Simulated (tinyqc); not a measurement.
Against the doping: grain-boundary trapping model (Seto) of a polycrystalline semiconductor film. Computed by tinyqc, a small Python program. Command: `OMP_NUM_THREADS=1 python tinyqc.py 3013881 3013882 out.jsonl poly walk`. One thread of a shared host (Intel(R) Xeon(R) Processor @ 2.30GHz), about 0.01 s of CPU time with the checks.

Grains of equal size L are joined by thin boundaries with one trap level. Trapped carriers deplete a width W on each side and raise a barrier, crossed by thermionic emission. Dopants are fully ionised, statistics are non-degenerate and mu_g does not depend on T.

Inputs (values chosen for the exercise, modelled on polycrystalline SiGe): permittivity eps = 13.5; effective mass m = 0.32 m_0; effective density of states at 300 K, N_c = 1.5e+19 1/cm^3; grain size L = 53 nm; trap density Q_t = 3.8e+12 1/cm^2; trap level E_t below the band edge = 0.45 eV; mobility inside the grains mu_g = 180 cm^2/(V s); temperature T = 250 K.

Grain interior: resistance included.

Constants: e = 1.602176634e-19 C; eps_0 = 8.8541878128e-12 F/m; k_B = 8.617333262e-05 eV/K; m_0 = 9.1093837015e-31 kg; k_B = 1.380649e-23 J/K.

Method:
- If all traps fill, the grain is just depleted at N* = Q_t/L, with the barrier e Q_t L/(8 eps eps_0).
- N_c(T) = N_c (T/300 K)^(3/2). Filled traps Q = Q_t/(1 + (1/2) exp((E_t* - E_F)/k_B T)), where E_t* = e V_B - E_t and E_F are counted from the band edge at the grain centre. Partial depletion: Q = 2 N W, V_B = e N W^2/(2 eps eps_0), E_F = k_B T ln(N/N_c); solve for W. If that W would exceed L/2 the grain is fully depleted: W = L/2, Q = N L, and E_F follows from the trap equation. Centre density n_0 = N_c exp(E_F/k_B T).
- Boundary: sigma_b = L e^2 n_0 exp(-e V_B/k_B T)/sqrt(2 pi m k_B T); drift through the grain, depleted parts included: rho_g = [(1 - 2W/L) + (2W/L) int_0^1 exp(y^2 s^2) ds]/(e n_0 mu_g); rho = 1/sigma_b + rho_g. Mean carrier density n_av = n_0 [(1 - 2W/L) + (2W/L) (sqrt(pi)/2) erf(y)/y], y = sqrt(e V_B/k_B T); effective mobility 1/(e n_av rho).

N* = 7.16981e+17 1/cm^3

The same film:
```
N (1/cm^3)  W (nm)  V_B (V)  mean density (1/cm^3)  mobility (cm^2/(V s))  rho (ohm cm)
2.20e+16    26.500  0.01035             2.1311e+08             1.4340e+02    2.0424e+08
7.20e+16    26.500  0.03389             1.6998e+09             1.0157e+02    3.6151e+07
1.80e+17    26.500  0.08472             3.6797e+10             2.4617e+01    6.8904e+06
3.60e+17    26.500  0.16943             4.0141e+12             9.2150e-01    1.6873e+06
5.70e+17    26.500  0.26827             1.2056e+15             1.3304e-02    3.8913e+05
8.60e+17    22.038  0.27994             3.2062e+17             5.4355e-03    3.5814e+03
1.40e+18    13.571  0.17281             9.0736e+17             4.4871e-01    1.5330e+01
2.90e+18     6.552  0.08343             2.5042e+18             1.9457e+01    1.2810e-01
7.20e+18     2.639  0.03360             6.9524e+18             9.8604e+01    9.1045e-03
2.90e+19     0.655  0.00834             2.8917e+19             1.4420e+02    1.4968e-03
```

The barrier peaks among these rows at N = 8.6e17 (0.280 V) and the mobility has its minimum at 8.6e17; N* is 7.2e17. While the grain is fully depleted (W = L/2) V_B grows as N; once all traps are filled it falls as 1/N (last exponent -1.00). Partly depleted rows (W < L/2) with e V_B below 2 k_B T stretch the depletion approximation. Where N approaches N_c the non-degenerate statistics fail. rho drops most steeply, as N^-11.4, between 5.7e17 and 8.6e17.

Extremes, crossings and ranges named in words are read from the listed rows.
